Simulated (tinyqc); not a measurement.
Tunnelling through a gate dielectric with the two-band (Franz) dispersion, WKB transmission and Tsu-Esaki current: one step of the calculation.

Electrons leave the emitter at x = 0. Energies E (motion across the layers) are in eV from the emitter Fermi level; the collector Fermi level lies at -V and offers states at every E. No charge in the dielectric and no image force: F1 = V/t1, U = phi1 - F1 x. With C = hbar^2/(2 m0), kappa = sqrt(m u (1 - u/Egx)/C), u = U - E where U > E and 0 elsewhere; T(E) = exp(-S), S = 2 times the integral of kappa over x.

Problem. WKB exponent by the midpoint rule. Cut each layer into nc equal cells, take U and kappa at the cell centres, and sum S = 2 sum kappa h.

Values chosen for this exercise; dielectric values close to those of silicon dioxide:
- phi1 = 2.99 eV (barrier of layer 1 above the emitter Fermi level at zero bias)
- m1 = 0.5 m0 (tunnelling mass of layer 1)
- t1 = 4.2 nm (thickness of layer 1)
- Egx = 9.5 eV (gap parameter of the two-band dispersion, set freely)
- V = 4.2 V (voltage across the dielectric)
- E = 0 eV (energy of the electron followed)
- nc = 7 (cells in each layer)

Constants: q = 1.602176634e-19 C, hbar = 1.054571817e-34 J s, m0 = 9.1093837015e-31 kg, hbar^2/(2 m0) = 0.0380998212 eV nm^2. Results are converted to the units shown.

Give: x; U; kappa; S; T(E).

Solution.

| cell | x (nm) | U (eV) | kappa (1/nm) |
|---|---|---|---|
| 0 | 0.3000 | 2.6900 | 5.0305 |
| 1 | 0.9000 | 2.0900 | 4.6253 |
| 2 | 1.5000 | 1.4900 | 4.0604 |
| 3 | 2.1000 | 0.8900 | 3.2536 |
| 4 | 2.7000 | 0.2900 | 1.9208 |
| 5 | 3.3000 | -0.3100 | 0.0000 |
| 6 | 3.9000 | -0.9100 | 0.0000 |

S = 22.669
T(E) = 1.4291e-10

Computed by the program tinyqc: `OMP_NUM_THREADS=1 python tinyqc.py 2540078 2540079 out.jsonl`, one thread of a shared Intel Xeon 2.30GHz, about 0.02 s for the whole run.
